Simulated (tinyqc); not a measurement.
# Pillar capacitor in an array: capacitance, non-linearity, leakage and relaxation: several studies

A film between two metal electrodes, each interface adding a series capacitance ci. The small-signal permittivity is ek (1 + aq E^2); the field is found with the linear permittivity. Leakage J = J0 sinh(E/Ef). After a voltage step the film passes a relaxation current kr C V tt^(-nr), tt being the time in seconds. The sidewall is a coaxial capacitor with radii a = dm/2 and b = dm/2 + t, depth AR dm; the end face is left out.

Parameters, values chosen for the exercise; permittivity of the order of that of silicon nitride:
```
symbol,value,unit,meaning
ek,7.91,,relative permittivity of the film
t,14,nm,film thickness
ci,230,uF/cm^2,capacitance of each electrode interface (dead layer and screening)
aq,0.0011,cm^2/MV^2,quadratic field coefficient of the permittivity
V,2,V,bias
nr,0.933,,exponent of the relaxation current
kr,0.0038,,strength of the relaxation
J0,2.6e-10,A/cm^2,leakage prefactor
Ef,0.19,MV/cm,field for an e-fold rise of the leakage
dm,140,nm,diameter of the pillar
pt,330,nm,pitch of the square array
rho,120,uohm cm,resistivity of the inner electrode
t0,1e-8,s,duration of the write pulse
```

Constants: eps0 = 8.8541878128e-14 F/cm where lengths are in cm. Results are converted to the units shown.

Each table varies one quantity; the others keep the values above.

## Capacitance, non-linearity and leakage against thickness

Planar film: Cf = eps0 ek/t, 1/C = 1/Cf + 2/ci, EOT = 3.9 eps0/C, effective permittivity C t/eps0, E = (V/t) C/Cf; quadratic coefficient [C(V)/C - 1]/V^2 with Cf (1 + aq E^2) in C(V).

Capacitance, non-linearity and leakage against thickness:
```
t (nm)  C (uF/cm^2)  EOT (nm)  effective permittivity  E (MV/cm)  quadratic coefficient (ppm/V^2)  J (A/cm^2)
2.5           2.735     1.263                   7.722      7.810                          1.635e4     9.229e7
3.7           1.862     1.854                   7.782      5.318                             7647       185.9
5.5           1.259     2.742                   7.823      3.597                             3518     0.02162
8.2          0.8478     4.073                   7.852      2.421                             1600    4.445e-5
12           0.5807     5.947                   7.870      1.658                            752.4    8.022e-7
18           0.3878     8.905                   7.883      1.107                            336.1    4.417e-8
27           0.2588     13.34                   7.892     0.7391                            149.9    6.355e-9
40           0.1748     19.75                   7.898     0.4992                            68.44    1.790e-9
60           0.1166     29.61                   7.902     0.3330                            30.46   7.275e-10
```

C falls from 2.73 to 0.117 uF/cm^2 while the effective permittivity goes from 7.72 to 7.90 (ek = 7.91). EOT is a straight line in t with slope 3.9/ek = 0.493 and intercept 0.0300 nm. The quadratic coefficient goes as t^(-1.94) between the first two rows and t^(-2.00) between the last two (-2 without interfaces), and J falls by 17.1 decades. For t = 2.5, 3.7 direct tunnelling, left out, would add to the leakage.

## Cell against the aspect ratio

Per length 1/c = ln(b/a)/(2 pi eps0 ek) + (1/a + 1/b)/(2 pi ci); cell capacitance c AR dm; per footprint over pt^2; fields c V/(2 pi eps0 ek r) at r = a and b; resistance of the inner electrode rho AR dm/(pi a^2); time constant R C/3 of the distributed line.

The same in every row: field at a (MV/cm) = 1.5603; field at b (MV/cm) = 1.3002.

Cell against the aspect ratio:
```
AR   cell capacitance (fF)  per footprint (uF/cm^2)  R (kohm)  R C/3 (ps)
5                   1.6822                   1.5447  0.054567    0.030597
10                  3.3643                   3.0894   0.10913     0.12239
20                  6.7287                   6.1788   0.21827     0.48956
30                  10.093                   9.2681   0.32740      1.1015
50                  16.822                   15.447   0.54567      3.0597
70                  23.550                   21.626   0.76394      5.9971
100                 33.643                   30.894    1.0913      12.239
```

As AR goes from 5 to 100, the cell capacitance rises from 1.68 to 33.6 fF, the capacitance per footprint rises from 1.54 to 30.9 uF/cm^2, the ratio of the two fields stays at 1.20 and R C/3 rises from 0.0306 to 12.2 ps; the time constant goes as AR^(2.00) between the first two rows and AR^(2.00) between the last two.

## Charge lost after writing

Planar film: Cf = eps0 ek/t, 1/C = 1/Cf + 2/ci, EOT = 3.9 eps0/C, effective permittivity C t/eps0, E = (V/t) C/Cf. A capacitor written for t0 and then left open loses, as a share of C V, kr (tt^(1 - nr) - t0^(1 - nr))/(1 - nr) by relaxation and J tt/(C V) by leakage; both are taken as small, and rows far outside that range are left out.

The same in every row: leakage current (nA/cm^2) = 231.8.

Charge lost after writing:
```
tt (s)  relaxation current (nA/cm^2)  loss by relaxation (%)  loss by leakage (%)  total loss (%)
1e-6                         1.500e6                  0.5967             2.327e-5          0.5967
1e-5                         1.750e5                  0.9716             2.327e-4          0.9718
0.0001                       2.042e4                   1.409             0.002327           1.411
0.001                           2383                   1.919              0.02327           1.943
0.01                           278.1                   2.515               0.2327           2.748
0.1                            32.44                   3.210                2.327           5.537
```

Read the table: what changes, and by how much?

The two currents are equal at tt = 0.0122 s. The loss by relaxation grows from 0.597 to 3.21 %, by 0.375 points over the first decade and 0.695 over the last, while the loss by leakage grows tenfold a decade. Relaxation is the larger loss in every row. For tt = 0.1 the falling voltage would already cut the leakage, so the linear estimate overstates the loss.

tinyqc, about 0.01 s, one thread, Intel Xeon 2.30GHz (shared host): `OMP_NUM_THREADS=1 python tinyqc.py 2102174 2102175 out.jsonl`
